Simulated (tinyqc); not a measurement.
Schottky barrier on an n-type semiconductor, non-linear Poisson equation by Newton steps: one step of the calculation.

One dimension, metal at x = 0, donor density C(x) = Nd, uniform. Energies are counted from the electron Fermi level of the semiconductor and the conduction-band edge is Ec = -psi, so n = Nc exp(psi/Vt); holes follow the Fermi level of the metal, at -V, so p = Nv exp((V - psi - Eg)/Vt). Ends: psi(0) = V - phiB and psi = Vt ln(Nd/Nc) deep inside. Boltzmann statistics, full ionisation, no current, no image force in the Poisson equation.

Problem. Densities, residual and Jacobian diagonal. n_i = Nc exp(psi_i/Vt), p_i = Nv exp((V - psi_i - Eg)/Vt), rho_i = p_i - n_i + C_i, g_i = (n_i + p_i)/Vt. Box widths w_i = (h_(i-1) + h_i)/2 in cm. Residual F_i = a_i (psi_(i+1) - psi_i) - a_(i-1) (psi_i - psi_(i-1)) + q rho_i w_i; Jacobian: a_(i-1) and a_i beside the diagonal, b_i = -a_(i-1) - a_i - q g_i w_i on it. The two end nodes are fixed.

Values chosen for this exercise; band and dielectric values those of a made-up semiconductor:
- T = 293 K (temperature)
- Eg = 1.86 eV (band gap)
- Nc = 2.07e19 cm^-3 (conduction-band density of states at T)
- Nv = 1.62e19 cm^-3 (valence-band density of states at T)
- V = 0 V (bias of the metal against the semiconductor)

Constants: q = 1.602176634e-19 C, kB = 1.380649e-23 J/K, Vt = kB T/q. Results are converted to the units shown.

| node | x (nm) | psi after iteration 1 (V) | donor density C (cm^-3) |
|---|---|---|---|
| 0 | 0 | -1.0200000 | 8.3e15 |
| 1 | 25 | -0.9857337 | 8.3e15 |
| 2 | 56.6 | -0.9433471 | 8.3e15 |
| 3 | 96.5 | -0.8913043 | 8.3e15 |
| 4 | 147 | -0.8277994 | 8.3e15 |
| 5 | 211 | -0.7511119 | 8.3e15 |
| 6 | 291 | -0.6612171 | 8.3e15 |
| 7 | 393 | -0.5562128 | 8.3e15 |
| 8 | 522 | -0.4388418 | 8.3e15 |
| 9 | 685 | -0.3151771 | 8.3e15 |
| 10 | 891 | -0.1974868 | 8.3e15 |

| interval | coupling a_i (F/cm^2) |
|---|---|
| 0 | 4.2145934e-7 |
| 1 | 3.3343302e-7 |
| 2 | 2.6407227e-7 |
| 3 | 2.0864324e-7 |
| 4 | 1.6463255e-7 |
| 5 | 1.3170604e-7 |
| 6 | 1.0329886e-7 |
| 7 | 8.1678167e-8 |
| 8 | 6.4641003e-8 |
| 9 | 5.1147978e-8 |

Find: n; p; residual F; diagonal b.

Solution.

| node | n (cm^-3) | p (cm^-3) |
|---|---|---|
| 0 | 59.07 | 5.768e4 |
| 1 | 229.5 | 1.485e4 |
| 2 | 1230 | 2770 |
| 3 | 9660 | 352.7 |
| 4 | 1.195e5 | 28.51 |
| 5 | 2.491e6 | 1.368 |
| 6 | 8.763e7 | 0.03888 |
| 7 | 5.608e9 | 6.076e-4 |
| 8 | 5.856e11 | 5.817e-6 |
| 9 | 7.848e13 | 4.341e-8 |
| 10 | 8.300e15 | 4.105e-10 |

| node | residual F (1e-8 C/cm^2) | diagonal b (F/cm^2) |
|---|---|---|
| 1 | 0.345 | -7.549e-7 |
| 2 | 0.436 | -5.975e-7 |
| 3 | 0.552 | -4.727e-7 |
| 4 | 0.699 | -3.733e-7 |
| 5 | 0.879 | -2.963e-7 |
| 6 | 1.111 | -2.350e-7 |
| 7 | 1.410 | -1.850e-7 |
| 8 | 1.782 | -1.464e-7 |
| 9 | 2.233 | -1.250e-7 |

Numbers from tinyqc (`OMP_NUM_THREADS=1 python tinyqc.py 2020105 2020106 out.jsonl`; about 0.05 s on one thread of a shared Intel Xeon 2.30GHz).
